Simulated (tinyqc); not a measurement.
Round nanowire with a gate all round, subbands and threshold shift from confinement: one step of the calculation.

Undoped body with a flat potential across it, hard walls, transport along x. One isotropic valley (g = 1, mx = my = mz = me). Non-parabolicity enters the subband edges through E (1 + al E) = gamma, so E = 2 gamma/(1 + sqrt(1 + 4 al gamma)); motion within a subband is taken as parabolic with the band-edge mass. Energies are counted from the bulk band edge.

Question. Lowest subbands. gamma = C (2 z/(t + dl))^2 (1/my + 1/mz)/2, z the zeros of the Bessel functions J_l (2.404826, 3.831706, 5.135622, 5.520078, ...), twofold for l > 0; the mean inverse mass is an approximation for anisotropic valleys, C = hbar^2/(2 m0). List the 6 lowest, labelled by quantum numbers, with degeneracy g and N_k: N_k = g sqrt(2 mx m0 kB T/(pi hbar^2)).

Inputs (values chosen for the exercise); masses close to those of InAs:
- T = 300 K (temperature)
- me = 0.0231 m0 (mass at the band edge)
- al = 2.8 1/eV (non-parabolicity)
- t = 10.7 nm (diameter)
- dl = 0 nm (widening of the box by penetration into the insulator)

Constants: q = 1.602176634e-19 C, kB = 1.380649e-23 J/K, hbar = 1.054571817e-34 J s, m0 = 9.1093837015e-31 kg, hbar^2/(2 m0) = 0.0380998212 eV nm^2. Results are converted to the units shown.

Give: E_k; g; N_k.

Answer.

```
subband  E_k (eV)  g  N_k (cm^-1)
0,1       0.20989  1     7.0634e5
1,1       0.39939  2     1.4127e6
2,1       0.57950  2     1.4127e6
0,2       0.63321  1     7.0634e5
3,1       0.75397  2     1.4127e6
1,2       0.84358  2     1.4127e6
```

Range of the model: Non-parabolicity also makes carriers heavier within each subband, which is left out, so densities of states are understated at high energy. Levels near or above 1 eV lie beyond real barriers and upper valleys; they are listed for the hard-wall model only.

tinyqc, about 0.1 s, one thread, Intel Xeon 2.30GHz (shared host): `OMP_NUM_THREADS=1 python tinyqc.py 2350102 2350103 out.jsonl`
